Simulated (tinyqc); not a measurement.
Inside a calculation: band offset of a heterojunction with an interface dipole (two-band chains, self-consistent charge). Values are carried at full precision from step to step, so a last printed digit may differ when a step is redone from the rounded ones.

Sites alternate A, C. Left: A at -G1/2, C at +G1/2, hopping -t1; right: A at D - G2/2, C at D + G2/2, hopping -t2; the bonds across the two interfaces of a ring (C left to A right, C right to A left) have -sqrt(t1 t2). D is the offset of the mid-gaps, so Ev(right) - Ev(left) = D - (G2 - G1)/2 and Ec(right) - Ec(left) = D + (G2 - G1)/2. The closing bond has its sign reversed (antiperiodic ring). Half the levels are filled with two electrons each. The charge moved is q = (electrons on the left) less one a site; the mean over the two interfaces, q/2, is taken as the charge that crosses each, and its dipole opposes the offset: D = D0 - u q/2.

Parameters, chosen for this exercise (gaps near those of InGaAs and InP; the chains and D0 are free models, so the offsets are not those of the real pair; not measured data): G1 = 0.75 eV (gap on the left); G2 = 1.32 eV (gap on the right); t1 = 2.33 eV (hopping on the left); t2 = 1.99 eV (hopping on the right); D0 = 0.26 eV (mid-gap of the right side above that of the left, without dipole); n = 3 (cells a side in the small ring); u = 3.1 eV (potential step per electron moved across); mx = 0.2 (mixing).

## The small ring at D = D0

Fill in H.

H (eV):
```
         AL1      CL1      AL2      CL2      AL3      CL3      AR1      CR1      AR2      CR2      AR3      CR3
AL1  -0.3750  -2.3300        0        0        0        0        0        0        0        0        0   2.1533
CL1  -2.3300   0.3750  -2.3300        0        0        0        0        0        0        0        0        0
AL2        0  -2.3300  -0.3750  -2.3300        0        0        0        0        0        0        0        0
CL2        0        0  -2.3300   0.3750  -2.3300        0        0        0        0        0        0        0
AL3        0        0        0  -2.3300  -0.3750  -2.3300        0        0        0        0        0        0
CL3        0        0        0        0  -2.3300   0.3750  -2.1533        0        0        0        0        0
AR1        0        0        0        0        0  -2.1533  -0.4000  -1.9900        0        0        0        0
CR1        0        0        0        0        0        0  -1.9900   0.9200  -1.9900        0        0        0
AR2        0        0        0        0        0        0        0  -1.9900  -0.4000  -1.9900        0        0
CR2        0        0        0        0        0        0        0        0  -1.9900   0.9200  -1.9900        0
AR3        0        0        0        0        0        0        0        0        0  -1.9900  -0.4000  -1.9900
CR3   2.1533        0        0        0        0        0        0        0        0        0  -1.9900   0.9200
```

## Levels and site charges

Diagonalise, fill the lower half with two electrons each, and sum the electrons on the left (L) less one a site.

levels (eV): -4.4035  -3.8770  -2.9898  -2.8616  -1.1524  -1.0318  1.2403  1.4970  3.1829  3.2676  4.2271  4.4612

electrons on the sites: AL1 1.2239, CL1 0.8250, AL2 1.2007, CL2 0.8288, AL3 1.1995, CL3 0.8222, AR1 1.2487, CR1 0.6956, AR2 1.2797, CR2 0.6935, AR3 1.2803, CR3 0.7021

q = 0.1001 electrons

Electrons move to the left, the side whose mid-gap lies lower.

## Self-consistent offset

From here on the ring has 24 cells a side.

Start at D = D0; D(out) = D0 - u q(D)/2; D(new) = D + mx (D(out) - D); stop when |D(out) - D| < 1e-7 eV.

Iterations:
```
i     D (eV)        q  D(out) (eV)  D(out) - D
0    0.26000  0.13642      0.04855      -0.211
1    0.21771  0.11388      0.08348      -0.134
2    0.19086  0.09968      0.10550     -0.0854
3    0.17379  0.09068      0.11945     -0.0543
4    0.16292  0.08496      0.12831     -0.0346
5    0.15600  0.08132      0.13395     -0.0221
6    0.15159  0.07901      0.13754     -0.0141
7    0.14878  0.07753      0.13982    -0.00896
8    0.14699  0.07659      0.14128    -0.00571
...      ...      ...          ...         ...
29   0.14384  0.07494      0.14384   -4.47e-07
30   0.14384  0.07494      0.14384   -2.85e-07
31   0.14384  0.07494      0.14384   -1.82e-07
32   0.14384  0.07494      0.14384   -1.16e-07
33   0.14384  0.07494      0.14384   -7.38e-08
```

D = 0.1438 eV

Converged at i = 33: the dipole removes 45 % of the starting offset.

## Linear response

chi = (q(+h) - q(-h))/(2h) at D = 0 with h = 0.01 eV; S = 1/(1 + u chi/2); linear estimate D = S D0.

chi = 0.51942 1/eV
S = 0.5540
linear estimate of D = 0.1440 eV

The self-consistent value is 0.1438 eV, -0.2 meV from the estimate. At D = 0 no net charge crosses: the mid-gaps are the neutrality levels of these symmetric chains.

## The line-up

Ev(right) - Ev(left) = D - (G2 - G1)/2 and Ec(right) - Ec(left) = D + (G2 - G1)/2, for D0, for the self-consistent D and for D = 0. Type I: the offsets have opposite signs; type III: one valence edge lies above the other conduction edge; else type II.

Offsets (eV):
```
case                           D  valence  conduction                 type
no dipole                  0.260   -0.025       0.545  type I (straddling)
self-consistent            0.144   -0.141       0.429  type I (straddling)
neutrality levels aligned  0.000   -0.285       0.285  type I (straddling)
```

The dipole shifts both offsets alike and leaves the type.

## Checks

- q at D = 0 against zero, as particle-hole symmetry demands: both 0.000000.
- q at the self-consistent D on 24 against 48 cells a side: both 0.0749.

Program tinyqc; command `OMP_NUM_THREADS=1 python tinyqc.py 1482226 1482227 out.jsonl`; about 0.4 s on one thread of a shared Intel(R) Xeon(R) Processor @ 2.30GHz.
